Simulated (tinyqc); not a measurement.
UHF in the sto-3g basis, for BeH, spin multiplicity 2, step by step (part 1 of 2). This run ends on a higher stationary point, not on the lowest solution. Computed by tinyqc, a small Python program that keeps every step (integrals from PySCF). Settings: charge = 0, multiplicity = 2, basis = sto-3g, energy threshold = 1e-08, iteration cap = 73, orthogonalisation = canonical, start = core, DIIS depth = 4, damping = 0.7, method = UHF. Command: `OMP_NUM_THREADS=1 python tinyqc.py 28051 28052 out.jsonl` (the two numbers bound the seeds that draw the settings). One thread of a shared host (Intel(R) Xeon(R) Processor @ 2.60GHz), about 0.2 s of CPU time with the checks. Later iterations appear only in the table of the cycle.

## One-electron integrals

Geometry (angstrom):
```
atom,x,y,z
Be,0.000000,0.000000,0.000000
H,0.000000,0.000000,2.571000
```

Basis sto-3g: exponents (1/bohr^2) and contraction coefficients of normalised primitives:
```
element,l (shell),exponent,coefficient
Be,s (1),30.167871,0.154329
Be,s (1),5.495115,0.535328
Be,s (1),1.487193,0.444635
Be,s (2),1.314833,-0.099967
Be,s (2),0.305539,0.399513
Be,s (2),0.099371,0.700115
Be,p (3),1.314833,0.155916
Be,p (3),0.305539,0.607684
Be,p (3),0.099371,0.391957
H,s (1),3.425251,0.154329
H,s (1),0.623914,0.535328
H,s (1),0.168855,0.444635
```

Overlap, kinetic and nuclear-attraction integrals over the contracted functions; the nuclear repulsion is the sum of Za Zb / Rab.

nuclear repulsion = 0.82330177 hartree

overlap S:
```
,1Be 1s,1Be 2s,1Be 2px,1Be 2py,1Be 2pz,2H 1s
1Be 1s,1.000000,0.259517,0.000000,0.000000,0.000000,0.003666
1Be 2s,0.259517,1.000000,0.000000,0.000000,0.000000,0.111594
1Be 2px,0.000000,0.000000,1.000000,0.000000,0.000000,0.000000
1Be 2py,0.000000,0.000000,0.000000,1.000000,0.000000,0.000000
1Be 2pz,0.000000,0.000000,0.000000,0.000000,1.000000,0.165399
2H 1s,0.003666,0.111594,0.000000,0.000000,0.165399,1.000000
```

kinetic energy T (hartree):
```
,1Be 1s,1Be 2s,1Be 2px,1Be 2py,1Be 2pz,2H 1s
1Be 1s,6.693975,-0.033012,0.000000,0.000000,0.000000,-0.002519
1Be 2s,-0.033012,0.211111,0.000000,0.000000,0.000000,-0.007413
1Be 2px,0.000000,0.000000,0.660592,0.000000,0.000000,0.000000
1Be 2py,0.000000,0.000000,0.000000,0.660592,0.000000,0.000000
1Be 2pz,0.000000,0.000000,0.000000,0.000000,0.660592,0.003199
2H 1s,-0.002519,-0.007413,0.000000,0.000000,0.003199,0.760032
```

nuclear attraction V (hartree):
```
,1Be 1s,1Be 2s,1Be 2px,1Be 2py,1Be 2pz,2H 1s
1Be 1s,-14.766918,-1.952661,0.000000,0.000000,-0.004890,-0.026157
1Be 2s,-1.952661,-2.518871,0.000000,0.000000,-0.052684,-0.204721
1Be 2px,0.000000,0.000000,-2.490672,0.000000,0.000000,0.000000
1Be 2py,0.000000,0.000000,0.000000,-2.490672,0.000000,0.000000
1Be 2pz,-0.004890,-0.052684,0.000000,0.000000,-2.519444,-0.297154
2H 1s,-0.026157,-0.204721,0.000000,0.000000,-0.297154,-2.049905
```

core Hamiltonian H = T + V (hartree):
```
,1Be 1s,1Be 2s,1Be 2px,1Be 2py,1Be 2pz,2H 1s
1Be 1s,-8.072943,-1.985673,0.000000,0.000000,-0.004890,-0.028676
1Be 2s,-1.985673,-2.307760,0.000000,0.000000,-0.052684,-0.212134
1Be 2px,0.000000,0.000000,-1.830080,0.000000,0.000000,0.000000
1Be 2py,0.000000,0.000000,0.000000,-1.830080,0.000000,0.000000
1Be 2pz,-0.004890,-0.052684,0.000000,0.000000,-1.858852,-0.293955
2H 1s,-0.028676,-0.212134,0.000000,0.000000,-0.293955,-1.289873
```

## Two-electron integrals

Functions are numbered as in S; the eight-fold symmetry (ij|kl) = (ji|kl) = (kl|ij) leaves the list below.

Two-electron integrals (ij|kl) in chemists' order, unique and non-zero (hartree):
```
i,j,k,l,(ij|kl)
1,1,1,1,2.298831
2,1,1,1,0.392036
2,1,2,1,0.079539
2,2,1,1,0.570988
2,2,2,1,0.143041
2,2,2,2,0.417683
3,1,3,1,0.014607
3,2,3,1,0.021888
3,2,3,2,0.092265
3,3,1,1,0.569578
3,3,2,1,0.143083
3,3,2,2,0.417589
3,3,3,3,0.449859
4,1,4,1,0.014607
4,2,4,1,0.021888
4,2,4,2,0.092265
4,3,4,3,0.024249
4,4,1,1,0.569578
4,4,2,1,0.143083
4,4,2,2,0.417589
4,4,3,3,0.401360
4,4,4,4,0.449859
5,1,5,1,0.014607
5,2,5,1,0.021888
5,2,5,2,0.092265
5,3,5,3,0.024249
5,4,5,4,0.024249
5,5,1,1,0.569578
5,5,2,1,0.143083
5,5,2,2,0.417589
5,5,3,3,0.401360
5,5,4,4,0.401360
5,5,5,5,0.449859
6,1,1,1,0.005260
6,1,2,1,0.001080
6,1,2,2,0.002000
6,1,3,3,0.001982
6,1,4,4,0.001982
6,1,5,1,0.000126
6,1,5,2,0.000241
6,1,5,5,0.002037
6,1,6,1,0.000016
6,2,1,1,0.035021
6,2,2,1,0.009020
6,2,2,2,0.031914
6,2,3,3,0.030543
6,2,4,4,0.030543
6,2,5,1,0.001090
6,2,5,2,0.008640
6,2,5,5,0.034616
6,2,6,1,0.000142
6,2,6,2,0.005674
6,3,3,1,0.000459
6,3,3,2,0.002768
6,3,5,3,0.001178
6,3,6,3,0.000290
6,4,4,1,0.000459
6,4,4,2,0.002768
6,4,5,4,0.001178
6,4,6,4,0.000290
6,5,1,1,0.048305
6,5,2,1,0.012495
6,5,2,2,0.045231
6,5,3,3,0.042936
6,5,4,4,0.042936
6,5,5,1,0.001663
6,5,5,2,0.013219
6,5,5,5,0.049764
6,5,6,1,0.000199
6,5,6,2,0.008685
6,5,6,5,0.013373
6,6,1,1,0.205821
6,6,2,1,0.053413
6,6,2,2,0.205049
6,6,3,3,0.195861
6,6,4,4,0.195861
6,6,5,1,0.004887
6,6,5,2,0.051766
6,6,5,5,0.223163
6,6,6,1,0.000822
6,6,6,2,0.053860
6,6,6,5,0.085620
6,6,6,6,0.774606
```

## Orthogonalisation

S = U s U^T; canonical form X = U s^(-1/2), so that X^T S X = 1. Each column of U has its largest component positive (the first on a tie).

eigenvalues of S: 0.708989  0.851668  1.000000  1.000000  1.145022  1.294321

X:
```
,1,2,3,4,5,6
1Be 1s,-0.711225,0.409147,0.000000,0.000000,-0.352907,0.524589
1Be 2s,0.803778,-0.224634,0.000000,0.000000,-0.205038,0.590186
1Be 2px,0.000000,0.000000,0.382403,0.923996,0.000000,0.000000
1Be 2py,0.000000,0.000000,0.923996,-0.382403,0.000000,0.000000
1Be 2pz,0.251256,0.728026,0.000000,0.000000,0.632121,0.189166
2H 1s,-0.442072,-0.652904,0.000000,0.000000,0.554243,0.336613
```

Within a degenerate level the vectors are fixed only up to a rotation; this is one choice.

## Starting guess

The start is the orbitals of the core Hamiltonian; D(s) = C_occ C_occ^T for each spin.

D(alpha) at the start:
```
,1Be 1s,1Be 2s,1Be 2px,1Be 2py,1Be 2pz,2H 1s
1Be 1s,1.072617,-0.279851,0.000000,0.000000,-0.002068,0.008864
1Be 2s,-0.279851,1.078318,0.000000,0.000000,0.007768,-0.029259
1Be 2px,0.000000,0.000000,0.000000,0.000000,0.000000,0.000000
1Be 2py,0.000000,0.000000,0.000000,0.000000,0.000000,0.000000
1Be 2pz,-0.002068,0.007768,0.000000,0.000000,1.009727,-0.032583
2H 1s,0.008864,-0.029259,0.000000,0.000000,-0.032583,0.001833
```

D(beta) at the start:
```
,1Be 1s,1Be 2s,1Be 2px,1Be 2py,1Be 2pz,2H 1s
1Be 1s,1.061744,-0.234634,0.000000,0.000000,-0.096946,0.010691
1Be 2s,-0.234634,0.890292,0.000000,0.000000,0.402303,-0.036855
1Be 2px,0.000000,0.000000,0.000000,0.000000,0.000000,0.000000
1Be 2py,0.000000,0.000000,0.000000,0.000000,0.000000,0.000000
1Be 2pz,-0.096946,0.402303,0.000000,0.000000,0.181874,-0.016645
2H 1s,0.010691,-0.036855,0.000000,0.000000,-0.016645,0.001527
```

## Iteration 1: building the Fock matrix

J_ij = sum D_kl (ij|kl) with D = D(alpha) + D(beta), K_ij = sum D_kl (ik|jl) for each spin; F = H + J - K(s); E = tr D H + tr D J / 2 - 0.5 sum_s tr D(s) K(s) + E_nn.

Coulomb J (hartree):
```
,1Be 1s,1Be 2s,1Be 2px,1Be 2py,1Be 2pz,2H 1s
1Be 1s,6.297415,1.204793,0.000000,0.000000,0.014772,0.016618
1Be 2s,1.204793,2.383459,0.000000,0.000000,0.069075,0.174990
1Be 2px,0.000000,0.000000,2.361259,0.000000,0.000000,0.000000
1Be 2py,0.000000,0.000000,0.000000,2.361259,0.000000,0.000000
1Be 2pz,0.014772,0.069075,0.000000,0.000000,2.417934,0.246927
2H 1s,0.016618,0.174990,0.000000,0.000000,0.246927,1.082489
```

exchange K(alpha) (hartree):
```
,1Be 1s,1Be 2s,1Be 2px,1Be 2py,1Be 2pz,2H 1s
1Be 1s,2.346881,0.414754,0.000000,0.000000,0.000010,0.007044
1Be 2s,0.414754,0.546552,0.000000,0.000000,0.000621,0.038666
1Be 2px,0.000000,0.000000,0.127163,0.000000,0.000000,0.000000
1Be 2py,0.000000,0.000000,0.000000,0.127163,0.000000,0.000000
1Be 2pz,0.000010,0.000621,0.000000,0.000000,0.553180,0.050418
2H 1s,0.007044,0.038666,0.000000,0.000000,0.050418,0.012397
```

exchange K(beta) (hartree):
```
,1Be 1s,1Be 2s,1Be 2px,1Be 2py,1Be 2pz,2H 1s
1Be 1s,2.330297,0.394893,0.000000,0.000000,0.009721,0.006361
1Be 2s,0.394893,0.403527,0.000000,0.000000,0.186500,0.041698
1Be 2px,0.000000,0.000000,0.091557,0.000000,0.000000,0.000000
1Be 2py,0.000000,0.000000,0.000000,0.091557,0.000000,0.000000
1Be 2pz,0.009721,0.186500,0.000000,0.000000,0.166623,0.029470
2H 1s,0.006361,0.041698,0.000000,0.000000,0.029470,0.008763
```

F(alpha) (hartree):
```
,1Be 1s,1Be 2s,1Be 2px,1Be 2py,1Be 2pz,2H 1s
1Be 1s,-4.122408,-1.195634,0.000000,0.000000,0.009873,-0.019102
1Be 2s,-1.195634,-0.470853,0.000000,0.000000,0.015770,-0.075809
1Be 2px,0.000000,0.000000,0.404016,0.000000,0.000000,0.000000
1Be 2py,0.000000,0.000000,0.000000,0.404016,0.000000,0.000000
1Be 2pz,0.009873,0.015770,0.000000,0.000000,0.005902,-0.097446
2H 1s,-0.019102,-0.075809,0.000000,0.000000,-0.097446,-0.219781
```

F(beta) (hartree):
```
,1Be 1s,1Be 2s,1Be 2px,1Be 2py,1Be 2pz,2H 1s
1Be 1s,-4.105824,-1.175773,0.000000,0.000000,0.000161,-0.018419
1Be 2s,-1.175773,-0.327828,0.000000,0.000000,-0.170109,-0.078841
1Be 2px,0.000000,0.000000,0.439622,0.000000,0.000000,0.000000
1Be 2py,0.000000,0.000000,0.000000,0.439622,0.000000,0.000000
1Be 2pz,0.000161,-0.170109,0.000000,0.000000,0.392459,-0.076498
2H 1s,-0.018419,-0.078841,0.000000,0.000000,-0.076498,-0.216147
```

total energy of this density = -14.34549483 hartree

This density is the starting one.

## Iteration 1: diagonalisation and new density

Diagonalise F' = X^T F X, C = X C', fill 3 alpha and 2 beta electrons from the bottom; D(s) = C_occ C_occ^T; the new density keeps 0.7 of the old one (damping). Each column has its largest component positive (the first on a tie).

F' = X^T F X (alpha) (hartree):
```
,1,2,3,4,5,6
1,-0.998700,0.716471,0.000000,0.000000,-0.758074,1.358315
2,0.716471,-0.503310,0.000000,0.000000,0.648195,-0.883439
3,0.000000,0.000000,0.404016,0.000000,0.000000,0.000000
4,0.000000,0.000000,0.000000,0.404016,0.000000,0.000000
5,-0.758074,0.648195,0.000000,0.000000,-0.823468,1.111582
6,1.358315,-0.883439,0.000000,0.000000,1.111582,-2.107306
```

orbital energies (alpha) (hartree): MO1 -4.126703, MO2 -0.247397, MO3 -0.117332, MO4 0.058647, MO5 0.404016, MO6 0.404016

coefficients C (alpha):
```
,MO1,MO2,MO3,MO4,MO5,MO6
1Be 1s,0.990645,-0.099152,-0.277223,-0.070129,0.000000,0.000000
1Be 2s,0.034007,0.327162,0.955344,0.256919,0.000000,0.000000
1Be 2px,0.000000,0.000000,0.000000,0.000000,0.860194,0.509967
1Be 2py,0.000000,0.000000,0.000000,0.000000,-0.509967,0.860194
1Be 2pz,-0.002212,0.177370,-0.295739,0.953722,0.000000,0.000000
2H 1s,-0.002009,0.868754,-0.309028,-0.438143,0.000000,0.000000
```

F' = X^T F X (beta) (hartree):
```
,1,2,3,4,5,6
1,-0.969179,0.664339,0.000000,0.000000,-0.804080,1.381714
2,0.664339,-0.256692,0.000000,0.000000,0.883090,-0.916573
3,0.000000,0.000000,0.439622,0.000000,0.000000,0.000000
4,0.000000,0.000000,0.000000,0.439622,0.000000,0.000000
5,-0.804080,0.883090,0.000000,0.000000,-0.589324,1.073112
6,1.381714,-0.916573,0.000000,0.000000,1.073112,-2.068109
```

orbital energies (beta) (hartree): MO1 -4.109013, MO2 -0.236339, MO3 -0.014013, MO4 0.439622, MO5 0.439622, MO6 0.476060

coefficients C (beta):
```
,MO1,MO2,MO3,MO4,MO5,MO6
1Be 1s,0.992098,-0.085543,-0.269419,0.000000,0.000000,0.093902
1Be 2s,0.028988,0.282833,0.947657,0.000000,0.000000,-0.328621
1Be 2px,0.000000,0.000000,0.000000,-0.384703,0.923040,0.000000
1Be 2py,0.000000,0.000000,0.000000,0.923040,0.384703,0.000000
1Be 2pz,0.001352,0.130182,0.314020,0.000000,0.000000,0.955486
2H 1s,-0.002181,0.901726,-0.453057,0.000000,0.000000,-0.154367
```

D(alpha) after iteration 1:
```
,1Be 1s,1Be 2s,1Be 2px,1Be 2py,1Be 2pz,2H 1s
1Be 1s,1.071251,-0.274974,0.000000,0.000000,0.017215,0.005467
1Be 2s,-0.274974,1.061085,0.000000,0.000000,-0.061936,-0.023803
1Be 2px,0.000000,0.000000,0.000000,0.000000,0.000000,0.000000
1Be 2py,0.000000,0.000000,0.000000,0.000000,0.000000,0.000000
1Be 2pz,0.017215,-0.061936,0.000000,0.000000,0.742487,0.050838
2H 1s,0.005467,-0.023803,0.000000,0.000000,0.050838,0.256354
```

D(beta) after iteration 1:
```
,1Be 1s,1Be 2s,1Be 2px,1Be 2py,1Be 2pz,2H 1s
1Be 1s,1.040693,-0.162875,0.000000,0.000000,-0.070800,-0.016306
1Be 2s,-0.162875,0.647455,0.000000,0.000000,0.292670,0.050694
1Be 2px,0.000000,0.000000,0.000000,0.000000,0.000000,0.000000
1Be 2py,0.000000,0.000000,0.000000,0.000000,0.000000,0.000000
1Be 2pz,-0.070800,0.292670,0.000000,0.000000,0.132397,0.023564
2H 1s,-0.016306,0.050694,0.000000,0.000000,0.023564,0.245003
```

Within a degenerate level the vectors are fixed only up to a rotation; this is one choice.

## Iteration 2: building the Fock matrix

As before.

Coulomb J (hartree):
```
,1Be 1s,1Be 2s,1Be 2px,1Be 2py,1Be 2pz,2H 1s
1Be 1s,6.097714,1.156979,0.000000,0.000000,0.011289,0.015909
1Be 2s,1.156979,2.270811,0.000000,0.000000,0.068611,0.183341
1Be 2px,0.000000,0.000000,2.248416,0.000000,0.000000,0.000000
1Be 2py,0.000000,0.000000,0.000000,2.248416,0.000000,0.000000
1Be 2pz,0.011289,0.068611,0.000000,0.000000,2.305769,0.263193
2H 1s,0.015909,0.183341,0.000000,0.000000,0.263193,1.360823
```

exchange K(alpha) (hartree):
```
,1Be 1s,1Be 2s,1Be 2px,1Be 2py,1Be 2pz,2H 1s
1Be 1s,2.342290,0.409161,0.000000,0.000000,0.000040,0.006826
1Be 2s,0.409161,0.519156,0.000000,0.000000,-0.025288,0.050845
1Be 2px,0.000000,0.000000,0.119583,0.000000,0.000000,0.000000
1Be 2py,0.000000,0.000000,0.000000,0.119583,0.000000,0.000000
1Be 2pz,0.000040,-0.025288,0.000000,0.000000,0.443402,0.075550
2H 1s,0.006826,0.050845,0.000000,0.000000,0.075550,0.219544
```

exchange K(beta) (hartree):
```
,1Be 1s,1Be 2s,1Be 2px,1Be 2py,1Be 2pz,2H 1s
1Be 1s,2.318051,0.397582,0.000000,0.000000,0.006913,0.005881
1Be 2s,0.397582,0.323565,0.000000,0.000000,0.143303,0.061036
1Be 2px,0.000000,0.000000,0.071411,0.000000,0.000000,0.000000
1Be 2py,0.000000,0.000000,0.000000,0.071411,0.000000,0.000000
1Be 2pz,0.006913,0.143303,0.000000,0.000000,0.134276,0.055367
2H 1s,0.005881,0.061036,0.000000,0.000000,0.055367,0.209720
```

F(alpha) (hartree):
```
,1Be 1s,1Be 2s,1Be 2px,1Be 2py,1Be 2pz,2H 1s
1Be 1s,-4.317519,-1.237855,0.000000,0.000000,0.006359,-0.019593
1Be 2s,-1.237855,-0.556105,0.000000,0.000000,0.041215,-0.079638
1Be 2px,0.000000,0.000000,0.298753,0.000000,0.000000,0.000000
1Be 2py,0.000000,0.000000,0.000000,0.298753,0.000000,0.000000
1Be 2pz,0.006359,0.041215,0.000000,0.000000,0.003515,-0.106312
2H 1s,-0.019593,-0.079638,0.000000,0.000000,-0.106312,-0.148594
```

F(beta) (hartree):
```
,1Be 1s,1Be 2s,1Be 2px,1Be 2py,1Be 2pz,2H 1s
1Be 1s,-4.293280,-1.226276,0.000000,0.000000,-0.000514,-0.018648
1Be 2s,-1.226276,-0.360515,0.000000,0.000000,-0.127377,-0.089829
1Be 2px,0.000000,0.000000,0.346925,0.000000,0.000000,0.000000
1Be 2py,0.000000,0.000000,0.000000,0.346925,0.000000,0.000000
1Be 2pz,-0.000514,-0.127377,0.000000,0.000000,0.312641,-0.086129
2H 1s,-0.018648,-0.089829,0.000000,0.000000,-0.086129,-0.138770
```

total energy of this density = -14.46099693 hartree

This density is a damped mixture and is not idempotent.

## Iteration 2: DIIS over 2 matrices

error matrix X^T (FDS - SDF) X (alpha):
```
,1,2,3,4,5,6
1,0.000000,-0.018937,0.000000,0.000000,0.043204,0.030547
2,0.018937,0.000000,0.000000,0.000000,0.043457,0.032441
3,0.000000,0.000000,0.000000,0.000000,0.000000,0.000000
4,0.000000,0.000000,0.000000,0.000000,0.000000,0.000000
5,-0.043204,-0.043457,0.000000,0.000000,0.000000,-0.003352
6,-0.030547,-0.032441,0.000000,0.000000,0.003352,0.000000
```

B (overlaps of the stored error matrices):
```
,1,2
1,5.9978121e-02,4.2312481e-02
2,4.2312481e-02,2.9907188e-02
```

Minimise |sum c_i e_i|^2 with sum c_i = 1: solve [B -1; -1 0][c; lambda] = [0; -1] with B_ij = tr e_i^T e_j summed over both spins, and take F = sum c_i F_i.

DIIS coefficients: -2.358265  3.358265

extrapolated F(alpha) (hartree):
```
,1Be 1s,1Be 2s,1Be 2px,1Be 2py,1Be 2pz,2H 1s
1Be 1s,-4.777640,-1.337423,0.000000,0.000000,-0.001927,-0.020751
1Be 2s,-1.337423,-0.757154,0.000000,0.000000,0.101221,-0.088666
1Be 2px,0.000000,0.000000,0.050513,0.000000,0.000000,0.000000
1Be 2py,0.000000,0.000000,0.000000,0.050513,0.000000,0.000000
1Be 2pz,-0.001927,0.101221,0.000000,0.000000,-0.002115,-0.127221
2H 1s,-0.020751,-0.088666,0.000000,0.000000,-0.127221,0.019283
```

extrapolated F(beta) (hartree):
```
,1Be 1s,1Be 2s,1Be 2px,1Be 2py,1Be 2pz,2H 1s
1Be 1s,-4.735350,-1.345373,0.000000,0.000000,-0.002108,-0.019188
1Be 2s,-1.345373,-0.437598,0.000000,0.000000,-0.026603,-0.115740
1Be 2px,0.000000,0.000000,0.128321,0.000000,0.000000,0.000000
1Be 2py,0.000000,0.000000,0.000000,0.128321,0.000000,0.000000
1Be 2pz,-0.002108,-0.026603,0.000000,0.000000,0.124409,-0.108843
2H 1s,-0.019188,-0.115740,0.000000,0.000000,-0.108843,0.043705
```

## Iteration 2: diagonalisation and new density

As before.

F' = X^T F X (alpha) (hartree):
```
,1,2,3,4,5,6
1,-1.253338,1.026634,0.000000,0.000000,-0.872617,1.457063
2,1.026634,-0.513284,0.000000,0.000000,0.614565,-1.026982
3,0.000000,0.000000,0.050513,0.000000,0.000000,0.000000
4,0.000000,0.000000,0.000000,0.050513,0.000000,0.000000
5,-0.872617,0.614565,0.000000,0.000000,-0.901577,1.368337
6,1.457063,-1.026982,0.000000,0.000000,1.368337,-2.441087
```

orbital energies (alpha) (hartree): MO1 -4.779988, MO2 -0.436850, MO3 -0.100426, MO4 0.050513, MO5 0.050513, MO6 0.207977

coefficients C (alpha):
```
,MO1,MO2,MO3,MO4,MO5,MO6
1Be 1s,0.993480,-0.282881,-0.022714,0.000000,0.000000,0.073744
1Be 2s,0.024111,1.002769,0.070011,0.000000,0.000000,-0.275413
1Be 2px,0.000000,0.000000,0.000000,0.435173,0.900347,0.000000
1Be 2py,0.000000,0.000000,0.000000,0.900347,-0.435173,0.000000
1Be 2pz,0.000109,-0.228623,0.654357,0.000000,0.000000,-0.740310
2H 1s,-0.001581,0.048326,0.646058,0.000000,0.000000,0.788972
```

F' = X^T F X (beta) (hartree):
```
,1,2,3,4,5,6
1,-1.039068,0.918461,0.000000,0.000000,-0.975185,1.555869
2,0.918461,-0.395695,0.000000,0.000000,0.710124,-1.084377
3,0.000000,0.000000,0.128321,0.000000,0.000000,0.000000
4,0.000000,0.000000,0.000000,0.128321,0.000000,0.000000
5,-0.975185,0.710124,0.000000,0.000000,-0.774333,1.300376
6,1.555869,-1.084377,0.000000,0.000000,1.300376,-2.352212
```

orbital energies (beta) (hartree): MO1 -4.738482, MO2 -0.137385, MO3 0.057277, MO4 0.128321, MO5 0.128321, MO6 0.257282

coefficients C (beta):
```
,MO1,MO2,MO3,MO4,MO5,MO6
1Be 1s,0.992693,-0.219449,-0.183364,0.000000,0.000000,-0.075889
1Be 2s,0.026899,0.762634,0.653797,0.000000,0.000000,0.277662
1Be 2px,0.000000,0.000000,0.000000,0.263346,0.964701,0.000000
1Be 2py,0.000000,0.000000,0.000000,0.964701,-0.263346,0.000000
1Be 2pz,0.000865,0.245841,-0.589937,0.000000,0.000000,0.787430
2H 1s,-0.002068,0.517123,-0.478463,0.000000,0.000000,-0.738822
```

D(alpha) after iteration 2:
```
,1Be 1s,1Be 2s,1Be 2px,1Be 2py,1Be 2pz,2H 1s
1Be 1s,1.070138,-0.270872,0.000000,0.000000,0.027026,-0.005148
1Be 2s,-0.270872,1.046068,0.000000,0.000000,-0.098388,0.011434
1Be 2px,0.000000,0.000000,0.000000,0.000000,0.000000,0.000000
1Be 2py,0.000000,0.000000,0.000000,0.000000,0.000000,0.000000
1Be 2pz,0.027026,-0.098388,0.000000,0.000000,0.663876,0.159098
2H 1s,-0.005148,0.011434,0.000000,0.000000,0.159098,0.305367
```

D(beta) after iteration 2:
```
,1Be 1s,1Be 2s,1Be 2px,1Be 2py,1Be 2pz,2H 1s
1Be 1s,1.038565,-0.156209,0.000000,0.000000,-0.065488,-0.046075
1Be 2s,-0.156209,0.627918,0.000000,0.000000,0.261122,0.153782
1Be 2px,0.000000,0.000000,0.000000,0.000000,0.000000,0.000000
1Be 2py,0.000000,0.000000,0.000000,0.000000,0.000000,0.000000
1Be 2pz,-0.065488,0.261122,0.000000,0.000000,0.110809,0.054633
2H 1s,-0.046075,0.153782,0.000000,0.000000,0.054633,0.251729
```

Within a degenerate level the vectors are fixed only up to a rotation; this is one choice.
